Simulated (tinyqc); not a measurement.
# True capacitance, leakage and series resistance from two frequencies

Inverse problem. A capacitance C in parallel with G and in series with Rs is measured as Cp and D = Gp/(w Cp) at two frequencies. The series reading Cs = Cp (1 + D^2) equals C + G^2/(w^2 C), and Re Z = D/(w Cp (1 + D^2)) = Rs + G/(G^2 + w^2 C^2). Find C, G and Rs.

f (Hz): 10000  1e5
Cp (pF): 1.40164875  1.40164869
D: 0.0795039928  0.00815093119

Answer. w^2 Cs = w^2 C + G^2/C is a straight line in w^2 with slope C; the intercept gives G, and the real part then gives Rs.

C = 1.40 pF
G = 0.00700 uS
Rs = 230 ohm

Computed by the program tinyqc: `OMP_NUM_THREADS=1 python tinyqc.py 2022204 2022205 out.jsonl`, one thread of a shared Intel Xeon 2.30GHz, about 0.01 s for the whole run.
